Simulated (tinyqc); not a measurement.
Inside a calculation. Method: tight binding, dimerised chain. One step of it, computed by the program tinyqc.

Task: Levels at k. Diagonalise the Hermitian matrix.

H(k) at k (eV):
```
                     A                    B
A             0.000000  -1.501985+0.396418i
B  -1.501985-0.396418i             0.000000
```

Give: eigenvalues; weights |c|^2 of the basis functions.

Result:

eigenvalues (eV): -1.553  1.553

weights |c|^2 of the basis functions:
```
   band 1  band 2
A   0.500   0.500
B   0.500   0.500
```
